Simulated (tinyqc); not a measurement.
Inside a calculation. Method: plane-wave Kohn-Sham cycle with exchange-only LDA in a layered model solid. One step of it, computed by the program tinyqc.

Question. Iteration 1: Hamiltonian at one k. H(m,m') = (k + G_m)^2/2 delta + V(G_m - G_m'), with V(-G) = V(G).

A solid whose potential varies along x alone (atomic units):
```
parameter,value
period a,5.100000
cross-section of the cell,40.000000
electrons per cell,4
grid points,16
"plane waves -n..n, n",3
k points,4
V1 in V1 cos(2 pi x/a),-0.320000
V2 in V2 cos(4 pi x/a),0.200000
```

V(G_m), m = 0, 1, 2, ... (hartree): -0.265542  -0.160000  0.100000  0.000000  0.000000  0.000000  0.000000

k = 0.125000 2 pi / a

Give: H.

Answer.

H (hartree), lower triangle:
```
,-3,-2,-1,+0,+1,+2,+3
-3,6.007
-2,-0.160,2.402
-1,0.100,-0.160,0.315
+0,0.000,0.100,-0.160,-0.254
+1,0.000,0.000,0.100,-0.160,0.695
+2,0.000,0.000,0.000,0.100,-0.160,3.161
+3,0.000,0.000,0.000,0.000,0.100,-0.160,7.146
```
